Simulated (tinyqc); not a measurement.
Smearing for a one-band metal on the bcc lattice, step by step. Values are carried at full precision from step to step, so a last printed digit may differ when a step is redone from the rounded ones.

Lattice vectors (units of a): a1 = (-1/2, 1/2, 1/2), a2 = (1/2, -1/2, 1/2), a3 = (1/2, 1/2, -1/2). E(k) = -t A_1(k) - t2 A_2(k), A_m the sum of cos(k . R) over the 8 nearest and 6 second lattice vectors. Mesh k = sum (j_i/N) b_i, j_i = 0 .. N-1.

Inputs chosen for the exercise:
- t = 1.31 eV (nearest hopping)
- t2 = 0.34 eV (second hopping)
- N = 4 (unshifted mesh)
- ne = 0.75 (electrons per cell)
- sigma = 0.262 eV (width)

## Levels on the mesh

Evaluate the band and collect equal energies with their counts.

Distinct levels:
```
E_k (eV)  points
-12.5200       1
-5.9200       12
-0.6800        6
0.6800        30
2.0400         2
4.5600        12
8.4400         1
```

7 distinct levels; the mean spacing is 3.493 eV.

## Fermi level with Gaussian smearing

With x = (E_k - mu)/sigma: Gaussian f = erfc(x)/2, s = exp(-x^2)/(2 sqrt(pi)). With weights w = points/N^d (d the dimension), mu solves 2 sum w f = ne; E = 2 sum w f E_k, S = 2 sum w s, F = E - sigma S.

Weights w = points/total. Bisection from the lowest and highest level; ten steps are shown.

Bisection:
```
step  low (eV)  high (eV)  mu (eV)  electrons
1     -12.5200     8.4400  -2.0400     0.4062
2      -2.0400     8.4400   3.2000     1.5937
3      -2.0400     3.2000   0.5800     0.8700
4      -2.0400     0.5800  -0.7300     0.4801
5      -0.7300     0.5800  -0.0750     0.5937
6      -0.0750     0.5800   0.2525     0.6036
7       0.2525     0.5800   0.4163     0.6662
8       0.4163     0.5800   0.4981     0.7467
9       0.4981     0.5800   0.5391     0.8032
10      0.4981     0.5391   0.5186     0.7736
```

## Occupations and energies

Converge mu, then list x, f and s of each level and form the sums.

mu = 0.5008 eV

x, f and s of each level:
```
E_k (eV)       x       f       s
-12.5200  -49.70  1.0000  0.0000
-5.9200   -24.51  1.0000  0.0000
-0.6800    -4.51  1.0000  0.0000
0.6800      0.68  0.1667  0.1767
2.0400      5.87  0.0000  0.0000
4.5600     15.49  0.0000  0.0000
8.4400     30.30  0.0000  0.0000
```

E = -2.6325 eV
S = 0.1656
F = -2.6759 eV
(E + F)/2 = -2.6542 eV

Levels with f between 0.001 and 0.999: 1. (E + F)/2 removes the term in sigma^2 for this scheme. That argument needs a smooth density of states, and the number of distinct levels within 2 sigma of mu is only 1, so it may fail on this mesh.

## Checks

- The slope dF/d sigma by finite differences against -S: both -0.16563.
- The slope dF/d ne by finite differences against mu (eV): both 0.50077.

Computed by tinyqc, a small Python program: `OMP_NUM_THREADS=1 python tinyqc.py 1650769 1650770 out.jsonl` (the numbers bound the seed that draws the inputs); one thread of a shared host (Intel(R) Xeon(R) Processor @ 2.30GHz), about 0.2 s for the whole set of steps.
